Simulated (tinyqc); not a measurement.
What each parameter of the potential does: deformation potentials from a strained empirical pseudopotential.

Diamond lattice, no spin-orbit coupling. Atomic form factor V(q) = a1 (q^2 - a2)/(a3 exp(a4 q^2) - 1) in rydberg with q in 1/bohr, for the unstrained cell. Under a strain e the reciprocal vectors and k go over into (1 + e)^(-1) G, the atoms sit at +/- tau with tau = (1 + e) a (1,1,1)/8 - zeta a (eyz, ezx, exy)/4, and H(G,G') = c |k + G|^2 delta + (V(q)/det(1 + e)) cos(q.tau), q = G - G', with the term q = 0 left out; c = hbar^2/2m0. The basis is fixed before straining: all G with |k + G|^2 up to 16 (2 pi/a)^2. k is given in units of 2 pi/a of the unstrained cell.

Constants: hbar^2/2m0 = 3.80998211 eV angstrom^2; Ry = 13.60569312 eV; a0 (Bohr radius) = 0.5291772105 angstrom.

Values chosen for the exercise (near those of Si; not measured data): a = 5.441 angstrom (lattice constant); a1 = 0.531; a2 = 2.205; a3 = 2.045; a4 = 0.482; kD = 0.82 2 pi/a (position of the Delta minimum).

Gaps from the valence top to level 8 at Gamma and level 5 at (kD,0,0) and L, and their deformation potentials [E(+h) - E(-h)]/(3 ln((1 + h)/(1 - h))) for e = +/- h 1, h = 0.002. The row for the lattice constant keeps V(q) without the volume factor, so it is not a strain. Each row changes one parameter from the base and keeps the others.

Results:
```
case,Gamma (eV),Delta (eV),L (eV),potential Gamma (eV),potential Delta (eV),potential L (eV)
base,4.089,1.302,2.096,-9.07,2.48,-2.06
a = 5.495 angstrom,3.949,1.590,2.195,-9.36,2.15,-2.26
a1 = 0.526,4.046,1.232,2.045,-8.99,2.49,-2.04
a2 = 2.183,4.206,1.226,2.099,-9.00,2.53,-2.02
a3 = 2.025,4.136,1.396,2.162,-9.17,2.48,-2.07
a4 = 0.477,4.184,1.391,2.174,-9.25,2.39,-2.14
```

The largest shifts from the base row, up to three for each result and ties (the steps differ in size, so this ranks the rows, not the parameters). Gamma (eV): a -0.140, a2 +0.117, a4 +0.095. Delta (eV): a +0.289, a3 +0.095, a4 +0.089. L (eV): a +0.098, a4 +0.078, a3 +0.066. potential Gamma (eV): a -0.29, a4 -0.17, a3 -0.09. potential Delta (eV): a -0.32, a4 -0.08, a2 +0.06; unchanged at the printed digits by a3. potential L (eV): a -0.21, a4 -0.08, a2 +0.04.

Program tinyqc; command `OMP_NUM_THREADS=1 python tinyqc.py 1880773 1880774 out.jsonl`; about 0.2 s on one thread of a shared Intel(R) Xeon(R) Processor @ 2.30GHz.
